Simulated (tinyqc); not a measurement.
What moves the results of cold (Marzari-Vanderbilt) smearing: smearing for a one-band metal on the bcc lattice.

Lattice vectors (units of a): a1 = (-1/2, 1/2, 1/2), a2 = (1/2, -1/2, 1/2), a3 = (1/2, 1/2, -1/2). E(k) = -t A_1(k) - t2 A_2(k), A_m the sum of cos(k . R) over the 8 nearest and 6 second lattice vectors. Mesh k = sum (j_i/N) b_i, j_i = 0 .. N-1.

With x = (E_k - mu)/sigma: cold (Marzari-Vanderbilt) with y = x + 1/sqrt(2), f = erfc(y)/2 + exp(-y^2)/sqrt(2 pi), s = y exp(-y^2)/sqrt(2 pi). With weights w = points/N^d (d the dimension), mu solves 2 sum w f = ne; E = 2 sum w f E_k, S = 2 sum w s, F = E - sigma S.

Parameters, chosen for this exercise:
```
symbol  value  unit  meaning
t       1.11   eV    nearest hopping
t2      0.03   eV    second hopping
ne      0.54         electrons per cell
N       6            unshifted mesh
sigma   0.555  eV    width
```

All sums formed anew.

One parameter was then changed.

Results before and after:
```
case     mu (eV)   E (eV)        S   F (eV)
base     -1.0525  -2.1176   0.0045  -2.1201
changed  -1.3672  -2.1270  -0.0089  -2.1171
```

Which of these changes was made? (a) N = 12; (b) t2 = 0.141 eV; (c) t = 1.221 eV; (d) ne = 0.64; (e) sigma = 1.11 eV.

Answer: (e) sigma = 1.11 eV. Of the candidates, run in turn, only this one gives the changed row.

All candidates:
```
case             mu (eV)   E (eV)        S   F (eV)
base             -1.0525  -2.1176   0.0045  -2.1201
N = 12           -1.4623  -2.0742   0.0020  -2.0754
sigma = 1.11 eV  -1.3672  -2.1270  -0.0089  -2.1171
ne = 0.64        -0.3884  -2.1608   0.0434  -2.1849
t2 = 0.141 eV    -0.7419  -2.2000   0.0178  -2.2098
t = 1.221 eV     -1.1418  -2.3249   0.0080  -2.3293
```

tinyqc: `OMP_NUM_THREADS=1 python tinyqc.py 1680355 1680356 out.jsonl`; about 0.3 s, one thread, shared Intel(R) Xeon(R) Processor @ 2.30GHz.
